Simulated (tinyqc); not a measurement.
Minority carriers and saturation current of a heavily doped emitter: two steps of the calculation.

n-type, parabolic bands, full ionisation. eta = (EF - Ec)/kB T solves N = Nc F12(eta), F12(x) = (2/sqrt(pi)) int_0^infinity sqrt(u)/(1 + exp(u - x)) du. The gap shrinks rigidly by dEg = E1 [ln(N/N0) + sqrt(ln^2(N/N0) + 0.5)], an empirical law that is here taken as the true narrowing.

Inputs (values chosen for the exercise); band and dielectric values close to those of silicon:
- T = 300 K (temperature)
- Eg = 1.13 eV (band gap)
- Nc = 2.81e19 cm^-3 (conduction-band density of states at 300 K)
- Nv = 2.6e19 cm^-3 (valence-band density of states at 300 K)
- N = 6.2e19 cm^-3 (ionised donor density)
- E1 = 10 meV (energy of the narrowing law)
- N0 = 9.1e16 cm^-3 (density of the narrowing law)
- mup = 230 cm^2/(V s) (minority-hole mobility)
- Cn = 2.3e-31 cm^6/s (Auger coefficient)
- ts = 0.064 us (defect lifetime)
- W = 840 nm (emitter width)
- S = 8.4e5 cm/s (recombination velocity at the contact)

Constants: q = 1.602176634e-19 C, kB = 1.380649e-23 J/K, Vt = kB T/q. Results are converted to the units shown.

Question 1. Effective intrinsic density. ni = sqrt(Nc Nv) exp(-Eg/(2 Vt)), Eg in volts; degeneracy factor g = F12(eta) exp(-eta); nie^2 = ni^2 exp(dEg/kB T) g, p0 = nie^2/N; apparent narrowing dEg + kB T ln g.

converged eta = 1.5488430

Wanted: ni; dEg; g; apparent narrowing; nie; p0.

Answer 1.

ni = 8.7148e9 cm^-3
dEg = 130.86 meV
g = 0.46885
apparent narrowing = 111.28 meV
nie = 7.4984e10 cm^-3
p0 = 90.688 cm^-3

Narrowing multiplies p0 by 158 and degeneracy by 0.469.

Question 2. Saturation current. 1/tau = Cn N^2 + 1/ts, D = mup Vt, L = sqrt(D tau); J0 = (q p0 D/L)(s + tanh(W/L))/(1 + s tanh(W/L)), s = S L/D; the share recombining inside is 1 - 1/[cosh(W/L)(1 + tanh(W/L)/s)].

p0 = 90.688285 cm^-3

Find: tau; L; s; J0; share recombining inside.

Answer 2.

tau = 1.111 ns
L = 812.9 nm
s = 11.48
J0 = 1316 fA/cm^2
share recombining inside = 40.83 %

Bulk and contact share the loss.

Range of the model: Band tails, non-parabolic bands and incomplete ionisation are left out.

Numbers from tinyqc (`OMP_NUM_THREADS=1 python tinyqc.py 2330062 2330063 out.jsonl`; about 0.01 s on one thread of a shared Intel Xeon 2.30GHz).
